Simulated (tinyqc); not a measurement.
Raising the sheet density: Gamma, L and X subbands of a thin body with non-parabolic valleys.

Hard walls, flat band, c = hbar^2/2m0, energies from the bulk Gamma edge. For a valley at angle theta to the normal 1/m_z = cos^2/ml + sin^2/mt and m_d = sqrt(ml mt^2/m_z). Subband n starts at E_v + e with e (1 + a e) = c (n pi/t)^2/m_z, and its density-of-states mass is taken as m_d (1 + 2 a e), without further growth at higher in-plane energy. Groups are named by valley and degeneracy.

n_i = g m/(2 pi c) kB T ln(1 + exp((EF - E_i)/kB T)), sum n_i = Ns (1e12/cm^2 = 1e-4/angstrom^2), c = hbar^2/2m0. Quantum capacitance Cq = 1602.176634 sum g m/(2 pi c) f_i in microfarad/cm^2 with f_i = 1/(1 + exp((E_i - EF)/kB T)); Cox = 34.5313/eot (one gate); C/Cox = Cq/(Cq + Cox), the centroid term left out.

Constants: hbar^2/2m0 = 3.80998211 eV angstrom^2; kB = 8.617333262e-05 eV/K.

Values chosen for the exercise (near those of a thin GaSb channel; the results hold for these values, not for the real material): face = 111 (surface); mG = 0.0386 m0 (Gamma mass); aG = 1.13 1/eV (Gamma non-parabolicity); EL = 0.043 eV (L edge above Gamma); mL = (1.3, 0.097) m0 (L valleys (four, along <111>): ml, mt); EX = 0.344 eV (X edge above Gamma); mX = (1.493, 0.218) m0 (X valleys (three, along <100>): ml, mt); aS = 0.6 1/eV (non-parabolicity of L and X); t = 32 angstrom (body thickness); T = 300 K (temperature); eot = 9 angstrom (equivalent oxide thickness); Nl = (0.5, 1, 2, 4, 7, 11, 16) x 1e12/cm^2 (sheet densities).

Fixed thickness, n = 1 to 8 of all groups; the gate overdrive above the lowest edge is (EF - E_lowest)/e + 0.1602177 Ns/Cox in volts.

Results:
```
Ns (1e12/cm^2)  EF - lowest (eV)  Gamma share (%)     Cq  C/Cox  overdrive (V)
0.5                       -0.016              0.0   2.55  0.399          0.005
1.0                        0.008              0.0   4.31  0.529          0.049
2.0                        0.037              0.0   6.67  0.635          0.120
4.0                        0.076              0.0   9.97  0.722          0.243
7.0                        0.117              0.0  13.30  0.776          0.409
11.0                       0.159              0.0  17.05  0.816          0.619
16.0                       0.198              0.0  25.58  0.870          0.866
```

The lowest subband is L1 n=1; the light Gamma level lies 505 meV above it, lifted there by confinement. At the highest density band filling takes 0.198 V of the 0.866 V overdrive. Cq grows from 2.5 to 25.6 microfarad/cm^2 while EF moves from -0.016 to +0.198 eV against the lowest edge; the Gamma share stays near 0 %.

Program tinyqc; command `OMP_NUM_THREADS=1 python tinyqc.py 1282149 1282150 out.jsonl`; about 0.06 s on one thread of a shared Intel(R) Xeon(R) Processor @ 2.30GHz.
